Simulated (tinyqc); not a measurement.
Screening the field: polar nitride quantum well with polarisation fields.

Envelope functions on cells of 0.25 angstrom over barrier, well, barrier (widths Lb, Lw, Lb), psi = 0 beyond, psi'/m continuous (mean mass between points), c = hbar^2/2m0. With u(z) the integral of e F (F_w in the well, F_b = -F_w Lw/Lb in the barriers, 1 MV/cm = 0.01 V/angstrom), zero at the centre of the well, the electron sees u plus Vc in the barriers and the hole -u plus Vv. The transition is Eg + E_e + E_h; excitons are left out.

Constants: hbar^2/2m0 = 3.80998211 eV angstrom^2; hc = 1239.841984 eV nm.

Inputs chosen for the exercise (near those of a GaN well in AlN; the results hold for these values, not for the real material): Lw = 23 angstrom (well width); Lb = 45 angstrom (barrier width); Eg = 3.44 eV (gap of the well); Vc = 1.85 eV (conduction offset); Vv = 0.87 eV (valence offset); me = 0.2 m0 (electron, well); meb = 0.32 m0 (electron, barrier); mh = 1.89 m0 (hole, everywhere).

F_w = -7.5113 MV/cm

Carriers or a semipolar orientation reduce the field; here it is simply scaled in well and barrier.

Results:

| share of the field | F_w (MV/cm) | E (eV) | nm | overlap^2 | separation (angstrom) |
|---|---|---|---|---|---|
| 1.0 | -7.511 | 2.9334 | 422.7 | 0.031 | 14.3 |
| 0.8 | -6.009 | 3.1362 | 395.3 | 0.063 | 13.2 |
| 0.6 | -4.507 | 3.3211 | 373.3 | 0.13 | 11.7 |
| 0.4 | -3.005 | 3.4815 | 356.1 | 0.27 | 9.8 |
| 0.2 | -1.502 | 3.6063 | 343.8 | 0.58 | 6.7 |
| 0.0 | 0.000 | 3.6636 | 338.4 | 0.98 | 0.0 |

What does the comparison show?

Full screening shifts the line by -84.2 nm (+730 meV). The first fifth of the screening gives 203 meV and the last fifth 57 meV; a purely quadratic shift would give a ratio of 9, a linear one 1, and here it is 3.5.

Run: tinyqc, `OMP_NUM_THREADS=1 python tinyqc.py 1280242 1280243 out.jsonl`; Intel(R) Xeon(R) Processor @ 2.30GHz, one thread, shared host; about 0.03 s of CPU time with all checks.
